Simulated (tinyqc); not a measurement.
Heisenberg spin cluster by exact diagonalisation: multiplets, susceptibility, level crossings: one step, computed by the program tinyqc.

H = J1 sum S_i.S_j over the bonds 1-2, 2-3 + J2 sum over 1-3 - g mu_B B S_z; J > 0 is antiferromagnetic.

Task: The block with S_z = 0.5. Basis: products of m values. S_i.S_j = m_i m_j on the diagonal and (1/2) sqrt[s(s+1) - m_i(m_i+1)] sqrt[s(s+1) - m_j(m_j-1)], s the spin of a site, between states that differ by one flip up and one down.

Inputs (values chosen for the exercise, for a model cluster): exchange J1 = 0.764 meV; exchange J2 = -0.066 meV.

Cluster: triangle, two J1 bonds and one J2 bond. Spin s of each site: 0.5.

Give: H at B = 0.

Result:

H at B = 0 (meV), rows +0.5 +0.5 -0.5, +0.5 -0.5 +0.5, -0.5 +0.5 +0.5:
```
[[0.0165, 0.3820, -0.0330],
 [0.3820, -0.3985, 0.3820],
 [-0.0330, 0.3820, 0.0165]]
```
